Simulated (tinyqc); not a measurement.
Strained Delta valleys, repopulation and conductivity mass: mobility against stress.

A cubic crystal with three pairs of conduction valleys along x, y and z under uniaxial stress X along [001] (X > 0 is tension); current along [110]. Non-degenerate electrons, fixed total density, one relaxation time for all valleys and stresses, masses unchanged by strain, so the mobility goes as the mean inverse mass.

Stress s_ij = X a_i a_j with a the unit vector along [001]; strain e_ii = s11 s_ii + s12 (s_jj + s_kk), e_ij = s44 s_ij/2. Valley shift dE = Xu (n.e.n - trace(e)/3) with n the valley axis; share f proportional to exp(-dE/Vt). Inverse mass along the current d = [110]: (n.d)^2/ml + (1 - (n.d)^2)/mt; mu/mu0 = sum f (1/m) over the plain mean of 1/m. The linear estimate is 1 - pi X with pi the small-stress slope -d(mu/mu0)/dX.

Inputs (values chosen for the exercise); values close to those of silicon: temperature T = 350 K; compliance s11 = 7.75 1/TPa; compliance s12 = -2.14 1/TPa; compliance s44 = 12.8 1/TPa; shear deformation potential Xu = 8.97 eV; longitudinal mass ml = 0.905 m0; transverse mass mt = 0.188 m0.

Constants: q = 1.602176634e-19 C, kB = 1.380649e-23 J/K, Vt = kB T/q. Results are converted to the units shown.

Mobility against stress:
```
X (MPa),splitting (meV),largest share,mu/mu0,linear estimate
-25,2.2178,0.34987,1.0089,1.0088
-50,4.4357,0.36677,1.0180,1.0176
-100,8.8713,0.40155,1.0367,1.0352
-200,17.743,0.47381,1.0756,1.0704
-400,35.485,0.61855,1.1535,1.1407
-700,62.099,0.79670,1.2494,1.2463
-1000,88.713,0.90450,1.3075,1.3518
-1500,133.07,0.97631,1.3461,1.5278
-2500,221.78,0.99872,1.3582,1.8796
```

The ratio mu/mu0 rises from 1.01 to 1.36; pi = 35.2e-11 1/Pa. The linear estimate of the change is 0.9882 times the computed change in the first row and 2.46 times it in the last: once the splitting is several Vt (Vt = 30.2 meV) the upper valleys are nearly empty and little is left to move. At X = -2500 MPa the stress passes 1.5 GPa, where intervalley scattering and masses change too.

Numbers from tinyqc (`OMP_NUM_THREADS=1 python tinyqc.py 2530037 2530038 out.jsonl`; about 0.01 s on one thread of a shared Intel Xeon 2.30GHz).
